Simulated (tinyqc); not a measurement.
Rapid thermal processing of a wafer: radiative balance, ramp and cooling, pattern effects, pyrometer error and spike budget: one step, computed by the program tinyqc. Command: `OMP_NUM_THREADS=1 python tinyqc.py 3112067 3112068 out.jsonl rtp walk`. One thread of a shared host (Intel(R) Xeon(R) Processor @ 2.30GHz), about 0.04 s of CPU time with the checks.

The wafer is opaque and uniform through its thickness unless said otherwise; temperatures in formulas are in kelvin (C + 273.15). sigma = 5.670374419e-12 W/(cm^2 K^4).

Task: Power to hold and to ramp. Effective emissivity between parallel grey plates: eps_eff = 1/(1/eps + 1/(1 - r) - 1). Loss per area q(T) = 2 eps_eff sigma (T^4 - T_w^4) + h (T - T_w). Absorbed power during a ramp = q(T) + C d x ramp rate; thermal time constant tau = C d/(dq/dT), dq/dT = 8 eps_eff sigma T^3 + h; natural cooling rate q/(C d); front-to-back difference under one-sided heating at the end of the ramp = (absorbed power) d/(2 k).

Inputs (values chosen for the exercise, modelled on a hot silicon wafer):
```
quantity                                              value         unit
wafer thickness d                                       775   micrometre
heat capacity per volume C                             2.27   J/(cm^3 K)
thermal conductivity k                                 0.27     W/(cm K)
emissivity eps of each face                            0.66            -
reflectivity of the chamber walls r                    0.65            -
gas heat-transfer coefficient h, both faces together   0.56  mW/(cm^2 K)
wall temperature T_w                                    300            K
process temperature                                     987            C
ramp rate                                                37          K/s
```

Give: eps_eff; holding power q; power at the end of the ramp; dq/dT; time constant tau; natural cooling rate; front-to-back difference.

Result:

eps_eff = 0.2965

holding power q = 8.991 W/cm^2

power at the end of the ramp = 15.50 W/cm^2

dq/dT = 27.48 mW/(cm^2 K)

time constant tau = 6.402 s

natural cooling rate = 51.10 K/s

front-to-back difference = 2.225 K

Radiation carries 94 % of the loss. The ramp needs 1.7 times the holding power.
